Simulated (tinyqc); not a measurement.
Single-electron transistor, orthodox theory and master equation: current against bias.

A metal island with n extra electrons joins the left lead (voltage V) and the right lead (0 V) by tunnel junctions and couples to a gate. Cs = CL + CR + Cg. Adding electron n + 1 costs mu(n) = [q (n + 1/2) - CL V - Cg Vg]/Cs (in volts); the Fermi levels are -V (left) and 0 (right). A jump that gains the energy W has the rate G(W) = (W/q)/(R [1 - exp(-W/Vt)]), W in volts, Vt = kB T/q. Sequential tunnelling only; I > 0 flows from left to right.

Onto the island: from the left W = -V - mu(n), from the right W = -mu(n); off the island (n + 1 to n): to the left W = mu(n) + V, to the right W = mu(n). Steady state: p(n + 1)/p(n) = (sum of on rates)/(sum of off rates), normalised. I = q sum_n [p(n + 1) (off to left) - p(n) (on from left)]. Enough charge states are kept that the digits shown do not change.

Inputs (values chosen for the exercise): capacitance of the left junction CL = 1.2 aF; capacitance of the right junction CR = 1.2 aF; gate capacitance Cg = 1.5 aF; resistance of the left junction RL = 230 kohm; resistance of the right junction RR = 12000 kohm; temperature T = 10 K; gate voltage Vg = 6 mV.

Constants: q = 1.602176634e-19 C, kB = 1.380649e-23 J/K, Vt = kB T/q. Results are converted to the units shown.

Current against bias:
```
V (mV)     I (nA)   mean n  states above 1 %  I (RL + RR)/V
4.11    4.0377e-9   0.0000                 1      1.2015e-8
15.7    2.2221e-6   0.0000                 1      1.7310e-6
27.4     0.024848  -0.0095                 1       0.011091
39         2.4871  -0.8564                 2        0.77993
50.7       3.0229  -0.9433                 2        0.72918
62.3       3.3722  -0.9618                 2        0.66199
73.9       3.6963  -0.9700                 2        0.61172
85.6       4.0234  -0.9779                 2        0.57483
97.2       6.5682  -1.6344                 2        0.82643
109        7.6268  -1.8552                 2        0.85574
121        8.1142  -1.9077                 2        0.82014
132        8.4712  -1.9296                 2        0.78487
144        8.8306  -1.9447                 2        0.74999
```

What does the table show?

At zero temperature the blockade would end at V = 33.0 mV. The ratio I (RL + RR)/V moves up and down between 1.20e-8 and 0.856. Over the second half of the table the slope between rows varies from 0.342 to 2.68 times 1/(RL + RR): a Coulomb staircase, which a rerun with equal junctions shows much less.

Range of the model: Cotunnelling, which dominates deep in the blockade, is left out.

Computed by the program tinyqc: `OMP_NUM_THREADS=1 python tinyqc.py 2780037 2780038 out.jsonl`, one thread of a shared Intel Xeon 2.30GHz, about 0.01 s for the whole run.
